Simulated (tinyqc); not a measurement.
Worked calculation: three-level Kane dispersion of a narrow-gap semiconductor. Values are carried at full precision from step to step, so a last printed digit may differ when a step is redone from the rounded ones.

Zero of energy at Gamma8, c = hbar^2/2m0, P^2 = Ep c. The free-electron term and remote bands are left out, so the heavy holes are flat at E = 0 and the other three bands obey E (E - Eg)(E + Dso) = P^2 k^2 (E + 2 Dso/3). The conduction band is the highest root; its edge is Ec = max(Eg, 0).

Constants: hbar^2/2m0 = 3.80998211 eV angstrom^2; hbar = 6.58211957e-16 eV s; e^2/(4 pi eps0) = 14.39964547 eV angstrom; muB = 5.788381798e-05 eV/T.

Values chosen for the exercise (near those of GaSb; the results hold for these values, not for the real material): Eg = 0.825 eV (E(Gamma6) - E(Gamma8)); Dso = 0.78 eV (spin-orbit splitting); Ep = 27.7 eV (Kane energy); k = 0.004 1/angstrom (wave vector); n = 1.5e+18 cm^-3 (electron density); eps = 14.1 (high-frequency dielectric constant); B = 3.8 T (magnetic field).

## The three bands at one k

Expand the equation into E^3 + a2 E^2 + a1 E + a0 = 0 and give its roots; compare with the two-level form (Dso to infinity) E = Eg/2 +/- sqrt(Eg^2/4 + (2/3) P^2 k^2).

P^2 k^2 = 0.001689 eV^2

a2, a1, a0: [-0.045000, -0.645189, -0.000878]

roots (eV): [-0.7804, -0.0014, 0.8267]

two-level form (eV): [-0.0014, 0.8264]

The two-level form misses the highest root by -0.3 meV. The order is normal: Gamma6 forms the conduction band.

## Mass at the edge and limiting velocity

m0* = Eg (Eg + Dso)/(Ep (Eg + 2 Dso/3)). In the two-level form the velocity tends to v = sqrt(2/3) P/hbar, and |Eg| = 2 m v^2 with m = 3 |Eg|/(2 Ep), as for a relativistic particle. 1 angstrom = 1e-10 m.

m0* = 0.03554 m0
P = 10.2731 eV angstrom
v = 1.274e+06 m/s
k at which the linear part sets in, |Eg|/(2 hbar v) = 0.04918 1/angstrom

## Fermi level and mass at a given density

Degenerate electrons at T = 0: kF = (3 pi^2 n)^(1/3), 1 cm^-3 = 1e-24 angstrom^-3; EF is the highest root at kF. The momentum (cyclotron, optical) mass is m(E) = hbar^2 k/(dE/dk) = c d(k^2)/dE with d(k^2)/dE = k^2 [1/E + 1/(E - Eg) + 1/(E + Dso) - 1/(E + 2 Dso/3)]; the density of states is k d(k^2)/dE/(2 pi^2).

Edge mass m0* = Eg (Eg + Dso)/(Ep (Eg + 2 Dso/3)).

Compare EF - Ec with the parabolic value c kF^2/m0*.

kF = 0.03541 1/angstrom
EF - Ec = 0.1191 eV
parabolic value = 0.1344 eV
m(EF) = 0.04470 m0
m(EF)/m0* = 1.258
density of states at EF = 2.105e+19 1/(eV cm^3)

The parabola overstates EF - Ec by a factor of 1.13; (EF - Ec)/|Eg| = 0.14, and the two-level rule 1 + 2 (EF - Ec)/|Eg| = 1.289 estimates the mass ratio. Side valleys about 0.1 eV up, left out here, start to fill at about this Fermi level.

## Plasma and cyclotron energies

hbar wp = sqrt(8 pi c (e^2/4 pi eps0) n/(eps m)), hbar wc = 2 muB B/m (classical limit), with m = m(EF) and, for comparison, the edge mass; n in angstrom^-3.

hbar wp with m(EF), with m0* (meV): [57.28, 64.24]

hbar wc with m(EF), with m0* (meV): [9.84, 12.38]

EF - Ec = 119.1 meV is 12 times hbar wc, so the classical value applies.

## Checks

- Roots of the cubic against the 8 x 8 Kane matrix without remote terms: they agree to 1e-10 or better.
- m(E) near the edge against m0*: both 0.03554.

tinyqc: `OMP_NUM_THREADS=1 python tinyqc.py 1080374 1080375 out.jsonl`; about 0.01 s, one thread, shared Intel(R) Xeon(R) Processor @ 2.30GHz.
